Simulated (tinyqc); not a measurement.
# Nanowire ballistic transistor, top-of-the-barrier model: effect of the valley degeneracy

At the top of the source barrier, states moving towards the drain are filled by the source (Fermi level 0) and states moving back by the drain (Fermi level -q Vd); nothing scatters. U is the shift of the band edge there, set by the capacitances CG, CD and CS (the total) and by the charge. Parabolic one-dimensional subband; the source is grounded.

N0 = gv sqrt(2 m kB T/pi)/hbar, CG = 2 pi eps0 eox/ln(1 + 2 tox/d), CS = CG/aG, n0 = n at U = 0 and Vd = 0. eta1 = -(E0 + U)/Vt, eta2 = eta1 - Vd/Vt, n = (N0/2)[F_(-1/2)(eta1) + F_(-1/2)(eta2)], F_(-1/2)(x) = (1/sqrt(pi)) int_0^infinity u^(-1/2)/(1 + exp(u - x)) du. U = UL + q (n - n0)/CS with UL = -(aG Vg + aD Vd), energies in eV. I = gv (2 q^2/h) Vt [ln(1 + exp eta1) - ln(1 + exp eta2)]. CQ = (q/Vt) dn/d(eta1). E0 is held fixed.

Parameters, values chosen for the exercise; mass and valleys close to those of a monolayer dichalcogenide: temperature T = 300 K; effective mass m = 0.513 m0; relative permittivity of the gate insulator eox = 22; insulator thickness tox = 1.9 nm; wire diameter d = 5 nm; gate control CG/CS aG = 0.76; drain control CD/CS aD = 0.038; band edge at the barrier top above the source Fermi level at zero bias E0 = 0.33 eV; gate voltage Vg = 0.5 V; drain voltage Vd = 0.5 V.

Constants: q = 1.602176634e-19 C, kB = 1.380649e-23 J/K, hbar = 1.054571817e-34 J s, h = 6.62607015e-34 J s, m0 = 9.1093837015e-31 kg, Vt = kB T/q, eps0 = 8.8541878128e-14 F/cm where lengths are in cm. Results are converted to the units shown.

Result of one run:
```
eta1,n (cm^-1),I (uA),mean velocity I/(q n) (cm/s),CQ/CS
1.7009,4.4503e6,7.4854,1.0498e7,0.31322
```

Which valley degeneracy gv gave this result: 1, 2, 3 or 6?

gv = 2.

The whole series:
```
gv,eta1,n (cm^-1),I (uA),mean velocity I/(q n) (cm/s),CQ/CS
1,2.1207,2.5204e6,4.4748,1.1081e7,0.14902
2,1.7009,4.4503e6,7.4854,1.0498e7,0.31322
3,1.3729,5.9576e6,9.6071,1.0065e7,0.48149
4,1.1103,7.1650e6,11.177,9.7368e6,0.64638
6,0.71343,8.9891e6,13.366,9.2809e6,0.95231
```

As gv goes from 1 to 6, n rises from 2.52e6 to 8.99e6 cm^-1, the mean velocity falls from 1.11e7 to 9.28e6 cm/s and the current rises from 4.47 to 13.4 uA. CQ/CS goes from 0.15 to 0.95. For gv = 1 to 4 higher subbands of the wire, left out here, could begin to fill.

tinyqc, about 0.03 s, one thread, Intel Xeon 2.30GHz (shared host): `OMP_NUM_THREADS=1 python tinyqc.py 2400010 2400011 out.jsonl`
